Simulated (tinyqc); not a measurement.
Band offset of a heterojunction with an interface dipole (two-band chains, self-consistent charge): one step. The line-up. Three cases, with inputs chosen for the exercise.

Problem. Ev(right) - Ev(left) = D - (G2 - G1)/2 and Ec(right) - Ec(left) = D + (G2 - G1)/2, for D0, for the self-consistent D and for D = 0. Type I: the offsets have opposite signs; type III: one valence edge lies above the other conduction edge; else type II.

Give: Offsets (eV).

Case 1.

Values chosen (out of a larger set: gaps near those of SiC and SiO2; the chains and D0 are free models, so the offsets are not those of the real pair; not measured data):
- G1 = 3.26 eV (gap on the left)
- G2 = 9.07 eV (gap on the right)
- D0 = -1.39 eV (mid-gap of the right side above that of the left, without dipole)

D = -1.158451 eV

Solution.

Offsets (eV):
```
case                            D  valence  conduction                 type
no dipole                  -1.390   -4.295       1.515  type I (straddling)
self-consistent            -1.158   -4.063       1.747  type I (straddling)
neutrality levels aligned   0.000   -2.905       2.905  type I (straddling)
```

Case 2.

Values chosen (out of a larger set: gaps near those of SiC and SiO2; the chains and D0 are free models, so the offsets are not those of the real pair; not measured data):
- G1 = 3.15 eV (gap on the left)
- G2 = 8.67 eV (gap on the right)
- D0 = -1.23 eV (mid-gap of the right side above that of the left, without dipole)

D = -1.073111 eV

Solution.

Offsets (eV):
```
case                            D  valence  conduction                 type
no dipole                  -1.230   -3.990       1.530  type I (straddling)
self-consistent            -1.073   -3.833       1.687  type I (straddling)
neutrality levels aligned   0.000   -2.760       2.760  type I (straddling)
```

Case 3.

Values chosen (out of a larger set: gaps near those of Si and GaP; the chains and D0 are free models, so the offsets are not those of the real pair; not measured data):
- G1 = 1.07 eV (gap on the left)
- G2 = 2.29 eV (gap on the right)
- D0 = -0.28 eV (mid-gap of the right side above that of the left, without dipole)

D = -0.149501 eV

Solution.

Offsets (eV):
```
case                            D  valence  conduction                 type
no dipole                  -0.280   -0.890       0.330  type I (straddling)
self-consistent            -0.150   -0.760       0.460  type I (straddling)
neutrality levels aligned   0.000   -0.610       0.610  type I (straddling)
```

The dipole shifts both offsets alike and leaves the type.

Computed by tinyqc, one run a case: `OMP_NUM_THREADS=1 python tinyqc.py N N+1 out.jsonl` with N = 1451440, 1451488, 1451792; one thread of a shared Intel(R) Xeon(R) Processor @ 2.30GHz, about 0.5 s a run at most.
